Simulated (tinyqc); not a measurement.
Reverse leakage of an n+-p junction: diffusion, generation, trap-assisted and band-to-band tunnelling: two steps of the calculation.

One-sided abrupt junction in the depletion approximation, x from the junction (0) to W on the p side, field F = F0 (1 - x/W). Flat quasi-Fermi levels, long p side. Traps generate through SRH with both lifetimes shortened by 1 + Gamma (Hurkx enhancement, form for moderate fields); band-to-band generation is local and needs a total bending above Eg.

Parameters, values chosen for the exercise; band and dielectric values close to those of silicon: temperature T = 300 K; band gap Eg = 1.1 eV; relative permittivity eps_r = 11.7; conduction-band density of states at T Nc = 2.78e19 cm^-3; valence-band density of states at T Nv = 2.62e19 cm^-3; acceptor density of the lighter side Na = 6.5e17 cm^-3; donor density of the heavier side Nd = 1e20 cm^-3; SRH lifetime of both carriers at zero field tau = 1e-6 s; tunnelling mass mt = 0.23 m0; electron diffusion coefficient on the lighter side Dn = 18 cm^2/s; reverse bias VR = 0.9 V.

Constants: q = 1.602176634e-19 C, kB = 1.380649e-23 J/K, hbar = 1.054571817e-34 J s, m0 = 9.1093837015e-31 kg, Vt = kB T/q, eps0 = 8.8541878128e-14 F/cm where lengths are in cm. Results are converted to the units shown.

Question 1. Field, scales and diffusion current. ni = sqrt(Nc Nv) exp(-Eg/(2 Vt)), Eg in volts; Vbi = Vt ln(Na Nd/ni^2); W = sqrt(2 eps0 eps_r (Vbi + VR)/(q Na)); F0 = 2 (Vbi + VR)/W; FG = sqrt(24 mt m0 (kB T)^3)/(q hbar); J_diff = q ni^2 sqrt(Dn/tau)(1 - exp(-VR/Vt))/Na.

Give: ni; Vbi; W; F0; FG; J_diff.

Answer 1.

ni = 1.554e10 cm^-3
Vbi = 1.038 V
W = 62.09 nm
F0 = 624.1 kV/cm
FG = 353.8 kV/cm
J_diff = 2.527e-13 A/cm^2

Question 2. Current components. u = (Vbi + VR)(1 - x/W)^2, p = Na exp(-u/Vt), n = Nd exp((u - Vbi - VR)/Vt); G0 = ni^2 (1 - exp(-VR/Vt))/(tau (n + p + 2 ni cosh(Et/Vt))); Gamma = 2 sqrt(3 pi)(F/FG) exp((F/FG)^2); trap-assisted part G0 Gamma; G_bb = Ab F^2.5 exp(-Bb/F) with F in V/cm, zero unless Vbi + VR > Eg, and counted as zero under 1 cm^-3 s^-1. 13 equal steps.

Each current is q times the trapezoid sum of its rate; J adds J_diff; J_bb under 1e-8 of the sum is given as 0.

| point | x (nm) | G0 (cm^-3 s^-1) | G0 Gamma (cm^-3 s^-1) | G_bb (cm^-3 s^-1) |
|---|---|---|---|---|
| 0 | 0.000000 | 2.4163476e6 | 5.8828079e8 | 3.3125323e15 |
| 1 | 4.775858 | 1.5779910e11 | 2.2377448e13 | 2.1170565e14 |
| 2 | 9.551716 | 2.7454657e15 | 2.3365386e17 | 8.3631699e12 |
| 3 | 14.327574 | 7.7710186e15 | 4.0839294e17 | 1.7710102e11 |
| 4 | 19.103432 | 7.7723024e15 | 2.5907474e17 | 1.6372757e9 |
| 5 | 23.879290 | 7.7722261e15 | 1.6838269e17 | 4.8596906e6 |
| 6 | 28.655148 | 7.7133859e15 | 1.1092537e17 | ~0 |
| 7 | 33.431005 | 2.2616782e15 | 2.1942804e16 | 0 |
| 8 | 38.206863 | 2.4201681e13 | 1.5978812e14 | 0 |
| 9 | 42.982721 | 4.4853000e11 | 2.0072241e12 | 0 |
| 10 | 47.758579 | 2.0120017e10 | 5.9361652e10 | 0 |
| 11 | 52.534437 | 2.1909807e9 | 3.9303707e9 | 0 |
| 12 | 57.310295 | 5.7922084e8 | 4.9160273e8 | 0 |
| 13 | 62.086153 | 3.7174577e8 | 0 | 0 |

J_diff = 2.5269270e-13 A/cm^2

Give: J_SRH; J_TAT; J_bb; J.

Answer 2.

J_SRH = 2.759e-9 A/cm^2
J_TAT = 9.202e-8 A/cm^2
J_bb = 1.436e-10 A/cm^2
J = 9.492e-8 A/cm^2

Range of the model: The n+ side is degenerate, so Vbi from Boltzmann statistics is only a guide.

Computed by the program tinyqc: `OMP_NUM_THREADS=1 python tinyqc.py 2290140 2290141 out.jsonl`, one thread of a shared Intel Xeon 2.30GHz, about 0.01 s for the whole run.

~0 in a residual or rate marks an entry under 1e-11 of the largest of its column.
